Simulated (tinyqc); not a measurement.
# Worked calculation: metal gate on a two-layer dielectric stack with fixed charge and a dipole

Numbers from tinyqc (`OMP_NUM_THREADS=1 python tinyqc.py 2010024 2010025 out.jsonl`; about 0.01 s on one thread of a shared Intel Xeon 2.30GHz). Printed values are rounded.

Gate, layer 2, layer 1, p-type semiconductor; x runs from the gate inwards. Charges are counted in units of +q. psi is the band bending at the surface, positive towards inversion. Classical charge, Boltzmann statistics, no interface traps.

Parameters, values chosen for the exercise; band and dielectric values close to those of silicon, layer 1 close to silicon dioxide, layer 2 close to hafnium oxide: temperature T = 300 K; band gap Eg = 1.14 eV; relative permittivity eps_r = 11.6; conduction-band density of states at T Nc = 2.76e19 cm^-3; valence-band density of states at T Nv = 2.69e19 cm^-3; electron affinity chi = 3.98 eV; acceptor density Na = 1.8e17 cm^-3; work function of the gate metal pM = 4.31 eV; thickness of layer 1, next to the semiconductor t1 = 0.7 nm; relative permittivity of layer 1 e1 = 4.02; thickness of layer 2, next to the gate t2 = 5.7 nm; relative permittivity of layer 2 e2 = 22.7; fixed charge at the semiconductor interface Q1 = 1.9e11 cm^-2; fixed charge between the layers Q2 = -6.7e11 cm^-2; uniform charge density in layer 1 r1 = 0 cm^-3; uniform charge density in layer 2 r2 = -2.7e18 cm^-3; flat-band shift by a dipole layer between the layers Vd = 0 V; band bending psi of the working point ps = -0.067 V.

Constants: q = 1.602176634e-19 C, kB = 1.380649e-23 J/K, Vt = kB T/q, eps0 = 8.8541878128e-14 F/cm where lengths are in cm. Results are converted to the units shown.

## Equivalent thickness and work-function difference

EOT = 3.9 (t1/e1 + t2/e2), Cox = eps0/(t1/e1 + t2/e2); phi_ms = pM - (chi + Eg - Vt ln(Nv/Na)).

EOT = 1.658400 nm
Cox = 2.082208 uF/cm^2
share of layer 1 in the EOT = 40.94939 %
phi_ms = -0.6805610 V

## Flat-band voltage, term by term

EOT = 3.9 (t1/e1 + t2/e2), Cox = eps0/(t1/e1 + t2/e2); phi_ms = pM - (chi + Eg - Vt ln(Nv/Na)). Vfb = phi_ms + Vd - (q/eps0) [Q1 (t1/e1 + t2/e2) + Q2 t2/e2 + r1 (t1^2/(2 e1) + t1 t2/e2) + r2 t2^2/(2 e2)]: each charge counts with its electrical distance from the gate.

terms (V): phi_ms -0.6805610, dipole 0.0000000, Q1 -0.0146197, Q2 0.0304429, r1 0.0000000, r2 0.0349639
Vfb = -0.6297740 V

Apart from phi_ms the largest term is that of r2, 35.0 mV; all charges and the dipole together move Vfb by 50.8 mV.

## Threshold voltage

ni = sqrt(Nc Nv) exp(-Eg/(2 Vt)), Eg in volts, pB = Vt ln(Na/ni), Vth = Vfb + 2 pB + sqrt(4 q eps0 eps_r Na pB)/Cox.

ni = 7.240226e9 cm^-3
pB = 0.4402289 V
depletion charge = 0.2283832 uC/cm^2
Vth = 0.3603670 V

## Charge in the semiconductor

ni = sqrt(Nc Nv) exp(-Eg/(2 Vt)), Eg in volts. Qs = -sign(psi) sqrt(2 q eps0 eps_r Na Vt [exp(-u) + u - 1 + (ni/Na)^2 (exp(u) - u - 1)]), u = psi/Vt.

Qs = 0.1222621 uC/cm^2

The surface is accumulated.

## Fields and voltage drops

Gauss: D = -Qs just inside the semiconductor; going towards the gate subtract q Q1, then q r1 t1, q Q2 and q r2 t2. Field = D/(eps0 e); the drop over a layer is its mean field times its thickness; Vg = phi_ms + Vd + psi + both drops.

```
place	D (uC/cm^2)	field (MV/cm)
layer 2, gate side	0.2012174	0.1001131
layer 2, inner side	-0.0453576	-0.0225671
layer 1, outer side	-0.1527035	-0.4290166
layer 1, semiconductor side	-0.1527035	-0.4290166
semiconductor surface	-0.1222621	-0.1190379
```

drop over layer 2 = 0.02210061 V
drop over layer 1 = -0.03003116 V
Vg = -0.7554915 V

The same Vg follows from Vfb + psi - Qs/Cox. The largest field, 0.429 MV/cm in size, is at: layer 1, outer side.
